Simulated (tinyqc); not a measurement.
## Disorder broadening of a semi-elliptic band in the self-consistent Born approximation: effect of the mixing

The local Green function is G = g0(z - Sigma) with z = E + i eta and g0(z) = (z - sqrt(z - 2t) sqrt(z + 2t))/(2 t^2), principal roots; the self-energy is Sigma = D G. The density of states is -Im G/pi.

G = g0(z - Sigma), Sigma(out) = D G, Sigma(new) = Sigma + mix (Sigma(out) - Sigma). Iterations from Sigma = 0 until |Sigma(out) - Sigma| < 1e-10 eV, at most 500. The factor is |1 - mix + mix L|, L = d Sigma(out)/d Sigma at the solution.

Parameters, values chosen for the exercise:
```
symbol  value  unit                             meaning
t           1    eV                             hopping
D        0.23  eV^2  variance of the random site energy
eta     0.001    eV                     bare broadening
E       1.075    eV         energy from the band centre
```

Result of one run:
```
mix   iterations    factor
0.85          10  0.084471
```

What becomes of these results when the mixing mix is changed from 0.85 to 0.7, all else the same?

Result of the changed run:
```
mix  iterations   factor
0.7          16  0.23453
```

The whole series:
```
mix   iterations    factor
0.1          186   0.89007
0.2           88   0.78021
0.3           55   0.67042
0.5           29   0.45136
0.7           16   0.23453
0.85          10  0.084471
1             12   0.11765
```

L = -0.0995-0.063i. The fewest iterations, 10, come at mix = 0.85; the smallest factor, 0.0845, is at mix = 0.85. As a function of mix the factor has its minimum at Re(1 - L)/|1 - L|^2 = 0.907, below 1, so damping helps.

Range of the model: The self-consistent Born approximation misses band tails from rare fluctuations and localisation.

Computed by the program tinyqc: `OMP_NUM_THREADS=1 python tinyqc.py 2720024 2720025 out.jsonl`, one thread of a shared Intel Xeon 2.30GHz, about 0.01 s for the whole run.
